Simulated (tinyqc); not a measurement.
Speciation in dilute and buffered hydrofluoric acid, oxide etch rate and bath loading: one step, computed by the program tinyqc.

Concentrations stand for activities, NH4+ and Cl- are spectators, and water ionisation is neglected. H, F and HF2 denote the ions H+, F- and HF2-. The base temperature is 298 K.

Task: One trial. Fluoride balance: [HF] + [F] + 2 [HF2] + 2 [H2F2] = HF added + NH4F added. Acid balance: [H] + [HF] + [HF2] + 2 [H2F2] = HF added + HCl added. For a trial [H], [HF] = [H][F]/K1, and the fluoride balance is a quadratic in [F]. Take pH = 3. The residual is the left side of the acid balance less the right.

Inputs (values chosen for the exercise, of the order of those for thermal oxide at room temperature):

| quantity | value | unit |
|---|---|---|
| HF added | 0.1 | mol/L |
| NH4F added | 0 | mol/L |
| HCl added | 0 | mol/L |
| K1 = [H][F]/[HF] | 0.000684 | mol/L |
| K2 = [HF2]/([HF][F]) | 3.84 | L/mol |
| K3 = [H2F2]/[HF]^2 | 0 | L/mol |

Give: [F]; [HF]; [HF2]; [H2F2]; residual.

Result:

[F] = 0.03502 mol/L

[HF] = 0.05120 mol/L

[HF2] = 0.006886 mol/L

[H2F2] = 0 mol/L

residual = -0.04091 mol/L

The residual is negative, so the pH lies below 3.
